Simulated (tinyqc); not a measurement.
Rapid thermal processing of a wafer: radiative balance, ramp and cooling, pattern effects, pyrometer error and spike budget: one step, computed by the program tinyqc. Command: `OMP_NUM_THREADS=1 python tinyqc.py 3111339 3111340 out.jsonl rtp walk`. One thread of a shared host (Intel(R) Xeon(R) Processor @ 2.30GHz), about 0.04 s of CPU time with the checks.

The wafer is opaque and uniform through its thickness unless said otherwise; temperatures in formulas are in kelvin (C + 273.15). sigma = 5.670374419e-12 W/(cm^2 K^4).

Task: Pyrometer error. Signal proportional to eps/(exp(c2/(lambda T)) - 1), c2 = h c/k_B. If the assumed emissivity is too high by the given error, the reading T' solves (1 + error)/(exp(c2/(lambda T')) - 1) = 1/(exp(c2/(lambda T)) - 1). Wien estimate: T' - T = -lambda T^2 ln(1 + error)/c2. Process rates go as exp(-E_a/(k_B T)).

Inputs (values chosen for the exercise, modelled on a hot silicon wafer): process temperature = 1030 C; starting temperature = 450 C; pyrometer wavelength = 2.3 micrometre; error of the assumed emissivity = 11 %; activation energy of the process E_a = 3.66 eV.

Constants: h = 6.62607015e-34 J s; c = 299792458 m/s; k_B = 1.380649e-23 J/K; k_B = 8.617333262e-05 eV/K.

Give: c2; c2/(lambda T); reading less true temperature; Wien estimate; rate at T over rate at T', less 1.

Result:

c2 = 14388 micrometre K

c2/(lambda T) = 4.800

reading less true temperature = -27.52 K

Wien estimate = -28.33 K

rate at T over rate at T', less 1 = 102.0 %

Caution: below about 600 C lightly doped silicon is partly transparent at this wavelength, so its emissivity is not yet the hot value early in the ramp.
